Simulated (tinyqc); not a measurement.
# p-i-n junction, non-linear Poisson equation by Newton steps, step by step

Numbers from tinyqc (`OMP_NUM_THREADS=1 python tinyqc.py 2000042 2000043 out.jsonl`; about 0.07 s on one thread of a shared Intel Xeon 2.30GHz). Printed values are rounded; ~0 in a residual or rate marks an entry under 1e-11 of the largest of its column.

One dimension, p side on the left, n side on the right; net doping C = -Na for x < 0, 0 for 0 < x < Li and +Nd beyond. The potential psi is counted from the intrinsic level, and the quasi-Fermi potentials are flat: 0 for holes and -V for electrons, so n = ni exp((psi + V)/Vt) and p = ni exp(-psi/Vt) (Boltzmann statistics, full ionisation, no current).

Values chosen for this exercise; band and dielectric values close to those of gallium phosphide:

| symbol | value | unit | meaning |
|---|---|---|---|
| T | 273 | K | temperature |
| Eg | 2.3 | eV | band gap |
| eps_r | 11.2 |  | relative permittivity |
| Nc | 1.54e19 | cm^-3 | conduction-band density of states at T |
| Nv | 1.63e19 | cm^-3 | valence-band density of states at T |
| Na | 5.4e17 | cm^-3 | acceptor density of the p side |
| Nd | 2.7e17 | cm^-3 | donor density of the n side |
| V | 0 | V | bias of the p side against the n side |
| Li | 170 | nm | width of the undoped layer, from x = 0 to Li |

Constants: q = 1.602176634e-19 C, kB = 1.380649e-23 J/K, Vt = kB T/q, eps0 = 8.8541878128e-14 F/cm where lengths are in cm. Results are converted to the units shown.

## Intrinsic density, end potentials and Debye lengths

ni = sqrt(Nc Nv) exp(-Eg/(2 Vt)), Eg in volts; psi_p = -Vt ln(Na/ni), psi_n = Vt ln(Nd/ni) - V; Debye length sqrt(eps0 eps_r Vt/(q N)).

ni = 0.00933296 cm^-3
psi_p = -1.07051 V
psi_n = 1.05420 V
Debye length, p side = 5.19277 nm
Debye length, n side = 7.34369 nm

## Net doping on the mesh

| node | x (nm) |
|---|---|
| 0 | -96.8 |
| 1 | -67.9 |
| 2 | -43.9 |
| 3 | -23.8 |
| 4 | -7 |
| 5 | 7 |
| 6 | 23.2 |
| 7 | 41.8 |
| 8 | 63.4 |
| 9 | 88.2 |
| 10 | 117 |
| 11 | 150 |
| 12 | 188 |
| 13 | 232 |
| 14 | 283 |
| 15 | 342 |

C = -Na for x < 0, 0 for 0 < x < Li and +Nd beyond, taken at the nodes.

| node | net doping C (cm^-3) |
|---|---|
| 0 | -5.4e17 |
| 1 | -5.4e17 |
| 2 | -5.4e17 |
| 3 | -5.4e17 |
| 4 | -5.4e17 |
| 5 | 0 |
| 6 | 0 |
| 7 | 0 |
| 8 | 0 |
| 9 | 0 |
| 10 | 0 |
| 11 | 0 |
| 12 | 2.7e17 |
| 13 | 2.7e17 |
| 14 | 2.7e17 |
| 15 | 2.7e17 |

## Couplings between neighbouring nodes

a_i = eps0 eps_r/h_i for the interval from node i to i + 1, with h_i = x_(i+1) - x_i in cm.

| interval | coupling a_i (F/cm^2) |
|---|---|
| 0 | 3.43138e-7 |
| 1 | 4.13195e-7 |
| 2 | 4.93368e-7 |
| 3 | 5.90279e-7 |
| 4 | 7.08335e-7 |
| 5 | 6.12141e-7 |
| 6 | 5.33155e-7 |
| 7 | 4.59106e-7 |
| 8 | 3.99867e-7 |
| 9 | 3.44330e-7 |
| 10 | 3.00506e-7 |
| 11 | 2.60966e-7 |
| 12 | 2.25379e-7 |
| 13 | 1.94445e-7 |
| 14 | 1.68079e-7 |

## Starting potential

A straight line in x from psi_p = -Vt ln(Na/ni) at the first node to psi_n = Vt ln(Nd/ni) - V at the last.

| node | psi at the start (V) |
|---|---|
| 0 | -1.07051 |
| 1 | -0.93057 |
| 2 | -0.81436 |
| 3 | -0.71704 |
| 4 | -0.63569 |
| 5 | -0.56790 |
| 6 | -0.48946 |
| 7 | -0.39939 |
| 8 | -0.29481 |
| 9 | -0.17472 |
| 10 | -0.03527 |
| 11 | 0.12452 |
| 12 | 0.30852 |
| 13 | 0.52157 |
| 14 | 0.76852 |
| 15 | 1.05420 |

## Iteration 1: densities, residual and Jacobian diagonal

n_i = ni exp((psi_i + V)/Vt), p_i = ni exp(-psi_i/Vt), rho_i = p_i - n_i + C_i, g_i = (n_i + p_i)/Vt. Box widths w_i = (h_(i-1) + h_i)/2 in cm. Residual F_i = a_i (psi_(i+1) - psi_i) - a_(i-1) (psi_i - psi_(i-1)) + q rho_i w_i; Jacobian: a_(i-1) and a_i beside the diagonal, b_i = -a_(i-1) - a_i - q g_i w_i on it. The two end nodes are fixed.

| node | n (cm^-3) | p (cm^-3) |
|---|---|---|
| 0 | 1.61304e-22 | 5.4e17 |
| 1 | 6.17982e-20 | 1.40949e15 |
| 2 | 8.63579e-18 | 1.00864e13 |
| 3 | 5.40770e-16 | 1.61074e11 |
| 4 | 1.71689e-14 | 5.07338e9 |
| 5 | 3.06325e-13 | 2.84352e8 |
| 6 | 8.59562e-12 | 1.01335e7 |
| 7 | 3.95280e-10 | 2.20360e5 |
| 8 | 3.37054e-8 | 2584.28 |
| 9 | 5.55311e-6 | 15.6856 |
| 10 | 0.00208415 | 0.0417937 |
| 11 | 1.85674 | 4.69123e-5 |
| 12 | 4629.34 | 1.88157e-8 |
| 13 | 3.96842e7 | 2.19493e-12 |
| 14 | 1.43693e12 | 6.06181e-17 |
| 15 | 2.7e17 | 3.22608e-22 |

| node | residual F (C/cm^2) | diagonal b (F/cm^2) |
|---|---|---|
| 1 | -2.28242e-7 | -7.81724e-7 |
| 2 | -1.90768e-7 | -9.06715e-7 |
| 3 | -1.59625e-7 | -1.08365e-6 |
| 4 | -1.33237e-7 | -1.29861e-6 |
| 5 | 6.87930e-17 | -1.32048e-6 |
| 6 | 2.82498e-18 | -1.14530e-6 |
| 7 | ~0 | -9.92261e-7 |
| 8 | ~0 | -8.58973e-7 |
| 9 | ~0 | -7.44196e-7 |
| 10 | ~0 | -6.44835e-7 |
| 11 | ~0 | -5.61471e-7 |
| 12 | 1.77361e-7 | -4.86345e-7 |
| 13 | 2.05479e-7 | -4.19824e-7 |
| 14 | 2.37922e-7 | -3.62578e-7 |

## Iteration 1: Newton step

Solve the tridiagonal system a_(i-1) d_(i-1) + b_i d_i + a_i d_(i+1) = -F_i for nodes 1 to 14, with d = 0 on fixed nodes. Each component d is damped to sign(d) Vt ln(1 + |d|/Vt) before it is added.

| node | Newton step d, before damping (V) |
|---|---|
| 1 | -1.29215 |
| 2 | -1.89223 |
| 3 | -2.00872 |
| 4 | -1.83566 |
| 5 | -1.50335 |
| 6 | -1.11882 |
| 7 | -0.67732 |
| 8 | -0.16462 |
| 9 | 0.42405 |
| 10 | 1.10766 |
| 11 | 1.89096 |
| 12 | 2.79295 |
| 13 | 3.05041 |
| 14 | 2.29208 |

| node | psi after iteration 1 (V) |
|---|---|
| 0 | -1.07051 |
| 1 | -1.02524 |
| 2 | -0.91787 |
| 3 | -0.82193 |
| 4 | -0.73849 |
| 5 | -0.66607 |
| 6 | -0.58080 |
| 7 | -0.47924 |
| 8 | -0.34372 |
| 9 | -0.10542 |
| 10 | 0.05584 |
| 11 | 0.22801 |
| 12 | 0.42109 |
| 13 | 0.63620 |
| 14 | 0.87648 |
| 15 | 1.05420 |

## Iteration 2: densities, residual and Jacobian diagonal

As before.

| node | n (cm^-3) | p (cm^-3) |
|---|---|---|
| 0 | 1.61304e-22 | 5.4e17 |
| 1 | 1.10500e-21 | 7.88272e16 |
| 2 | 1.06047e-19 | 8.21375e14 |
| 3 | 6.25998e-18 | 1.39144e13 |
| 4 | 2.17247e-16 | 4.00945e11 |
| 5 | 4.71968e-15 | 1.84555e10 |
| 6 | 1.77017e-13 | 4.92067e8 |
| 7 | 1.32683e-11 | 6.56482e6 |
| 8 | 4.21453e-9 | 20667.6 |
| 9 | 1.05649e-4 | 0.824468 |
| 10 | 0.100213 | 8.69187e-4 |
| 11 | 151.102 | 5.76461e-7 |
| 12 | 5.54229e5 | 1.57163e-10 |
| 13 | 5.18533e9 | 1.67982e-14 |
| 14 | 1.41438e14 | 6.15848e-19 |
| 15 | 2.7e17 | 3.22608e-22 |

| node | residual F (C/cm^2) | diagonal b (F/cm^2) |
|---|---|---|
| 1 | -1.66603e-7 | -2.17629e-6 |
| 2 | -1.87513e-7 | -9.18898e-7 |
| 3 | -1.57700e-7 | -1.08382e-6 |
| 4 | -1.31191e-7 | -1.29862e-6 |
| 5 | 8.96905e-10 | -1.32048e-6 |
| 6 | 1.94943e-9 | -1.14530e-6 |
| 7 | 8.07618e-9 | -9.92261e-7 |
| 8 | 3.30651e-8 | -8.58973e-7 |
| 9 | -3.97584e-8 | -7.44196e-7 |
| 10 | -3.79072e-9 | -6.44835e-7 |
| 11 | -1.34988e-9 | -5.61471e-7 |
| 12 | 1.75455e-7 | -4.86345e-7 |
| 13 | 2.03719e-7 | -4.19824e-7 |
| 14 | 2.20948e-7 | -3.67822e-7 |

## Iteration 2: Newton step

As before.

| node | Newton step d, before damping (V) |
|---|---|
| 1 | -0.24135 |
| 2 | -0.86796 |
| 3 | -1.03438 |
| 4 | -0.90662 |
| 5 | -0.61495 |
| 6 | -0.27891 |
| 7 | 0.10325 |
| 8 | 0.52947 |
| 9 | 0.93614 |
| 10 | 1.52386 |
| 11 | 2.20991 |
| 12 | 3.00508 |
| 13 | 3.14731 |
| 14 | 2.26448 |

| node | psi after iteration 2 (V) |
|---|---|
| 0 | -1.07051 |
| 1 | -1.08220 |
| 2 | -1.00338 |
| 3 | -0.91147 |
| 4 | -0.82500 |
| 5 | -0.74373 |
| 6 | -0.64088 |
| 7 | -0.43962 |
| 8 | -0.26944 |
| 9 | -0.01818 |
| 10 | 0.15433 |
| 11 | 0.33513 |
| 12 | 0.53537 |
| 13 | 0.75156 |
| 14 | 0.98417 |
| 15 | 1.05420 |

## Course of the Newton iteration

Stop when the largest undamped |d| is below 1e-9 V, or after 80 iterations.

Course of the iteration:

| iteration | largest \|F\| (C/cm^2) | largest \|d\| (V) | at node |
|---|---|---|---|
| 1 | 2.38e-7 | 3.05 | 13 |
| 2 | 2.21e-7 | 3.15 | 13 |
| 3 | 2.02e-7 | 1.93 | 12 |
| 4 | 1.98e-7 | 1.55 | 12 |
| 5 | 2.34e-7 | 1.19 | 12 |
| 6 | 1.65e-7 | 0.496 | 12 |
| 7 | 1.50e-7 | 0.392 | 12 |
| 8 | 1.25e-7 | 0.178 | 12 |
| 9 | 6.20e-8 | 0.124 | 10 |
| 10 | 1.56e-8 | 0.0830 | 10 |
| 11 | 8.75e-9 | 0.0475 | 10 |
| 12 | 5.44e-9 | 0.0215 | 10 |
| 13 | 2.21e-9 | 6.22e-3 | 10 |
| 14 | 3.33e-10 | 7.00e-4 | 10 |
| 15 | 5.88e-12 | 1.02e-5 | 10 |
| 16 | 1.40e-15 | 2.22e-9 | 10 |
| 17 | < 1e-19 | < 1e-12 | 14 |

Converged in 17 iterations. Once the step is below 0.1 Vt, 3 more iteration(s) reach the threshold: near the solution the error is roughly squared each time.

## Converged densities, field and charge

| node | converged psi (V) |
|---|---|
| 0 | -1.07051 |
| 1 | -1.07050 |
| 2 | -1.07039 |
| 3 | -1.06839 |
| 4 | -1.04347 |
| 5 | -0.89420 |
| 6 | -0.72160 |
| 7 | -0.52342 |
| 8 | -0.29328 |
| 9 | -0.02904 |
| 10 | 0.27781 |
| 11 | 0.62941 |
| 12 | 1.03429 |
| 13 | 1.05371 |
| 14 | 1.05419 |
| 15 | 1.05420 |

n and p as above; field E_i = -(psi_(i+1) - psi_i)/h_i on each interval; charge on either side of the peak Q = eps0 eps_r |E|max (Gauss).

| node | n (cm^-3) | p (cm^-3) |
|---|---|---|
| 0 | 1.61304e-22 | 5.4e17 |
| 1 | 1.61335e-22 | 5.39895e17 |
| 2 | 1.62103e-22 | 5.37339e17 |
| 3 | 1.76478e-22 | 4.93568e17 |
| 4 | 5.09079e-22 | 1.71101e17 |
| 5 | 2.89987e-19 | 3.00372e14 |
| 6 | 4.45454e-16 | 1.95540e11 |
| 7 | 2.02903e-12 | 4.29290e7 |
| 8 | 3.59626e-8 | 2422.08 |
| 9 | 0.00271538 | 0.0320781 |
| 10 | 1254.82 | 6.94156e-8 |
| 11 | 3.88545e9 | 2.24180e-14 |
| 12 | 1.15815e17 | 7.52095e-22 |
| 13 | 2.64374e17 | 3.29473e-22 |
| 14 | 2.69894e17 | 3.22734e-22 |
| 15 | 2.7e17 | 3.22608e-22 |

| interval | field E (kV/cm) |
|---|---|
| 0 | -0.002 |
| 1 | -0.047 |
| 2 | -0.994 |
| 3 | -14.835 |
| 4 | -106.620 |
| 5 | -106.547 |
| 6 | -106.547 |
| 7 | -106.547 |
| 8 | -106.547 |
| 9 | -106.547 |
| 10 | -106.547 |
| 11 | -106.547 |
| 12 | -4.413 |
| 13 | -0.095 |
| 14 | -0.002 |

peak |E| = 106.620 kV/cm
charge Q = 105.732 nC/cm^2

A mesh of more than 1000 nodes gives a peak field of 110.3 kV/cm; the 16-node value is 3.4 % below it.
